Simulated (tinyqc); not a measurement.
## Margin needed against array size

Cells fail independently with probability Q(k) = erfc(k/sqrt(2))/2 when the margin is k standard deviations, and Y = exp(-Nb Q(k)). phi = exp(-k^2/2)/sqrt(2 pi).  k solves Y = exp(-Nb Q(k)); the estimate is sqrt(2 ln(Nb/(-ln Y))).

Values chosen for this exercise:
```
symbol,value,unit,meaning
Y,0.995,,wanted yield
```

Margin needed against array size:
```
Nb          allowed Q      k  estimate
256          1.958e-5  4.112     4.656
4096         1.224e-6  4.712     5.218
65536        7.649e-8  5.249     5.725
1048576      4.780e-9  5.738     6.190
16777216    2.988e-10  6.191     6.623
268435456   1.867e-11  6.614     7.029
4294967296  1.167e-12  7.013     7.413
```

Read the table: what changes, and by how much?

A 1.68e7-fold larger array raises k only from 4.11 to 7.01; the last factor of 16 costs 0.40 standard deviations. The estimate, which drops the factor 1/(k sqrt(2 pi)) of the tail, is 13 % above k in the first row and 5.7 % above it in the last.

Numbers from tinyqc (`OMP_NUM_THREADS=1 python tinyqc.py 2090026 2090027 out.jsonl`; about 0.01 s on one thread of a shared Intel Xeon 2.30GHz).
